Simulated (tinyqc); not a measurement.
# On-chip interconnect, size-dependent resistivity and RC delay: what changes with what

A rectangular line between two neighbours and two ground planes. Surface and grain-boundary scattering are added to the bulk resistivity as corrections; capacitances are parallel-plate values without fringing; inductance is ignored.

Values chosen for this exercise; metal values close to those of cobalt:

| symbol | value | unit | meaning |
|---|---|---|---|
| rho0 | 6.1 | uohm cm | bulk resistivity |
| lam | 12.1 | nm | bulk mean free path |
| ps | 0.2 |  | specular share of surface scattering |
| Rg | 0.33 |  | reflection coefficient of grain boundaries |
| gr | 1 |  | grain size over the metal width |
| wd | 41 | nm | drawn line width |
| AR | 1.5 |  | aspect ratio, height over width |
| tl | 0.6 | nm | liner on both walls and the bottom, not conducting |
| sp | 41 | nm | space to the neighbouring lines |
| hd | 92 | nm | dielectric height to the planes above and below |
| ek | 4.2 |  | relative permittivity of the dielectric |
| Mf | 1 |  | Miller factor of the neighbours |
| Rd | 2800 | ohm | driver resistance |
| Cl | 0.11 | fF | load capacitance |
| rho2 | 7.87 | uohm cm | bulk resistivity of the second metal (close to ruthenium) |
| lam2 | 6.71 | nm | mean free path of the second metal |
| tl2 | 0.2 | nm | liner of the second metal |

Constants: eps0 = 8.8541878128e-12 F/m. Results are converted to the units shown.

Each table varies one quantity; the others keep the values above.

## Delay against the line length

Metal width x = wd - 2 tl, height y = AR wd - tl; grain boundaries (Mayadas-Shatzkes): al = (lam/(gr x)) Rg/(1 - Rg), g = 1/[1 - 3 al/2 + 3 al^2 - 3 al^3 ln(1 + 1/al)] - 1; surfaces (Fuchs-Sondheimer, thick limit): s = (3/8) lam (1 - ps)(1/x + 1/y); rho = rho0 (1 + g + s); r = rho/(x y); c = eps0 ek (2 wd/hd + 2 Mf AR wd/sp). Elmore delay tE = Rd (c Lw + Cl) + r Lw (c Lw/2 + Cl); t50 is the time at which the far end of a ladder of 30 pi sections (half capacitances at both ends, Cl at the far end, a step applied through Rd) reaches half the step; line share r Lw/(Rd + r Lw); estimate 0.69 Rd (c Lw + Cl) + 0.38 r c Lw^2 + 0.69 r Lw Cl.

The same in every row: rho (uohm cm) = 8.340; r (ohm/um) = 34.41; c (fF/um) = 0.1447.

Results:
```
Lw (um)	tE (ps)	t50 (ps)	estimate (ps)	line share of the resistance (%)
1	0.7195	0.4992	0.4966	1.214
3	1.557	1.083	1.076	3.555
7	3.293	2.297	2.281	7.921
50	26.98	19.34	19.05	38.06
100	66.10	48.25	47.35	55.13
400	562.2	422.6	415.8	83.09
1000	2899	2192	2174	92.47
3000	2.363e4	1.790e4	1.788e4	97.36
```

Estimate the missing row, Lw = 20 um.

Computed row:
```
Lw (um)	tE (ps)	t50 (ps)	estimate (ps)	line share of the resistance (%)
20	9.483	6.682	6.613	19.73
```

With this row back in the table: As Lw goes from 1 to 3000, r stays at 34.4 ohm/um, c stays at 0.145 fF/um and t50 rises from 0.499 to 17900 ps. t50/tE lies between 0.694 and 0.757, and the estimate is within 1.9 % of t50. The delay goes as Lw^(0.70) for the shortest lines and Lw^(1.91) for the longest; the line resistance equals Rd at 81.4 um.

## Two metals against line width

Metal width x = wd - 2 tl, height y = AR wd - tl; grain boundaries (Mayadas-Shatzkes): al = (lam/(gr x)) Rg/(1 - Rg), g = 1/[1 - 3 al/2 + 3 al^2 - 3 al^3 ln(1 + 1/al)] - 1; surfaces (Fuchs-Sondheimer, thick limit): s = (3/8) lam (1 - ps)(1/x + 1/y); rho = rho0 (1 + g + s); r = rho/(x y). The second metal has rho2, lam2 and tl2 in place of rho0, lam and tl; ps, Rg, gr and AR are shared.

Result of one run:
```
wd (nm)	rho, first (uohm cm)	rho, second (uohm cm)	r, first (ohm/um)	r, second (ohm/um)	ratio second/first
70	7.406	8.800	10.31	12.06	1.170
```

What becomes of these results when the drawn line width wd is changed from 70 to 10 nm, all else the same?

Result of the changed run:
```
wd (nm)	rho, first (uohm cm)	rho, second (uohm cm)	r, first (ohm/um)	r, second (ohm/um)	ratio second/first
10	15.90	14.42	1255	1015	0.8092
```

The whole series:
```
wd (nm)	rho, first (uohm cm)	rho, second (uohm cm)	r, first (ohm/um)	r, second (ohm/um)	ratio second/first
5	28.20	21.33	1.075e4	6353	0.5908
6.5	22.12	18.09	4562	3105	0.6806
8	18.69	16.11	2411	1796	0.7452
10	15.90	14.42	1255	1015	0.8092
13	13.46	12.89	603.7	530.1	0.8780
17	11.64	11.70	295.8	278.6	0.9416
22	10.33	10.83	153.3	152.8	0.9965
30	9.177	10.04	71.77	75.69	1.055
45	8.138	9.315	27.77	31.03	1.117
70	7.406	8.800	10.31	12.06	1.170
120	6.861	8.413	3.219	3.912	1.215
```

The resistivity of the first metal falls from 28.2 to 6.86 uohm cm and that of the second goes from 21.3 to 8.41 uohm cm as the line widens. The products rho0 lam, which set the size effect, are 73.8 and 52.8 uohm cm nm. The two resistances cross at wd = 22.4 nm: below it the second metal gives the lower line resistance. For widths well under the mean free path the thick-limit surface term is only a guide.

Program tinyqc, `OMP_NUM_THREADS=1 python tinyqc.py 2100068 2100069 out.jsonl`; Intel Xeon 2.30GHz, shared host, one thread, about 0.01 s.
